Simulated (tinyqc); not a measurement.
Chemical trend: level against potential: deep trap from a strong local potential in a two-band host (Koster-Slater model with semi-elliptic bands). Computed by tinyqc, a small Python program. Command: `OMP_NUM_THREADS=1 python tinyqc.py 3006717 3006718 out.jsonl deeptrap walk`. One thread of a shared host (Intel(R) Xeon(R) Processor @ 2.30GHz), about 0.02 s of CPU time with the checks.

The valence band spans -2 W_v to 0 and the conduction band E_g to E_g + 2 W_c. The orbital at the impurity site has weight f_v in the valence band and 1 - f_v in the conduction band, each spread as a semi-ellipse (2/(pi W^2)) sqrt(W^2 - x^2) about the band centre. The impurity adds U to this orbital. Spin is left out.

Inputs (values chosen for the exercise, with a gap close to that of CdS): gap E_g = 2.52 eV; half-width of the valence band W_v = 2.3 eV; half-width of the conduction band W_c = 5 eV; valence weight f_v of the site orbital = 0.56.

Impurity: repulsive, acceptor-like.

Method:
- In the gap G(E) = f_v (2/W_v^2)[x - sqrt(x^2 - W_v^2)] - (1 - f_v)(2/W_c^2)[y - sqrt(y^2 - W_c^2)], x = E + W_v, y = E_g + W_c - E.
- G falls across the gap from G(0) to G(E_g). A repulsive U binds if U > 1/G(0), an attractive one if U < 1/G(E_g); the vacancy level (U infinite) solves G(E) = 0 (bisection).
- The trap level solves G(E) = 1/U (bisection). With D = -dG/dE = D_v + D_c, D_v = f_v (2/W_v^2)[x/sqrt(x^2 - W_v^2) - 1] and D_c = (1 - f_v)(2/W_c^2)[y/sqrt(y^2 - W_c^2) - 1], the weight on the impurity orbital is 1/(U^2 D) and the conduction-band character is D_c/D.
- U is 1.05, 1.2, 1.5, 2, 3, 5, 10 and 30 times the threshold, rounded to three digits; the largest values are formal and only show the vacancy limit.

repulsive threshold = 2.38112 eV

vacancy level = 2.29596 eV

Trend:
```
U (eV)  E_t (eV)  weight on the impurity  conduction character  E_t - vacancy level (eV)
2.50      0.0020                 0.03288               0.00245                   -2.2939
2.86      0.0277                 0.10398               0.01026                   -2.2682
3.57      0.1295                 0.17125               0.02750                   -2.1665
4.76      0.3535                 0.19465               0.06146                   -1.9424
7.14      0.7814                 0.15854               0.13987                   -1.5145
11.90     1.3356                 0.08185               0.28528                   -0.9603
23.80     1.8476                 0.02152               0.47946                   -0.4484
71.40     2.1656                 0.00199               0.64169                   -0.1304
```

dE_t/dU equals the weight on the impurity, which peaks at 0.195 (U = 4.76 eV) and falls to 0.0020 in the last row, so beyond the peak each further eV of potential moves the level less. The level nears the vacancy level, 2.296 eV, as 1/U: it is 0.448 eV away at 10 times the threshold and 0.130 eV at 30 times, and the state is then host-like.

Extremes, crossings and ranges named in words are read from the listed rows.
